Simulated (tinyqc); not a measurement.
From results back to parameters: direct gap of a germanium-like layer under biaxial tension. Two cases, with inputs chosen for the exercise.

Problem. A (001) layer under biaxial tension e_par has ezz = -2 (C12/C11) e_par, Ec = Eg + ac tr(e), E(HH) = -P - Q and E(LH) = -P + (Q - Dso + sqrt(Dso^2 + 2 Dso Q + 9 Q^2))/2 with P = -av tr(e), Q = -b (e_par - ezz). The transition from the light-hole edge is given.

Find: e_par; Ec - E(HH).

Method. Ec - E(LH) falls steadily with tension, so bisection between 0 and 4 % gives the only root; then Ec - E(HH) = Eg + (ac - av) tr(e) + Q.

Case 1.

Values chosen (near those of Ge, gaps at low temperature; the results hold for these values, not for the real material): Eg = 0.881 eV (gap at Gamma to the s-like level); Dso = 0.284 eV (spin-orbit splitting); ac = -8.32 eV (conduction deformation potential); av = 1.25 eV (valence hydrostatic potential); b = -2.58 eV (tetragonal shear potential); C11 = 130.2 GPa; C12 = 47.8 GPa.

Ec - E(LH) = 0.793046 eV

Solution.

e_par = 0.510 %
Ec - E(HH) = 0.8420 eV

Case 2.

Values chosen (near those of Ge, gaps at low temperature; the results hold for these values, not for the real material): Eg = 0.904 eV (gap at Gamma to the s-like level); Dso = 0.289 eV (spin-orbit splitting); ac = -8.15 eV (conduction deformation potential); av = 1.25 eV (valence hydrostatic potential); b = -2.5 eV (tetragonal shear potential); C11 = 130 GPa; C12 = 48.2 GPa.

Ec - E(LH) = 0.797359 eV

Solution.

e_par = 0.630 %
Ec - E(HH) = 0.8569 eV

Computed by tinyqc, one run a case: `OMP_NUM_THREADS=1 python tinyqc.py N N+1 out.jsonl` with N = 1050103, 1050118; one thread of a shared Intel(R) Xeon(R) Processor @ 2.30GHz, about 0.01 s a run at most.
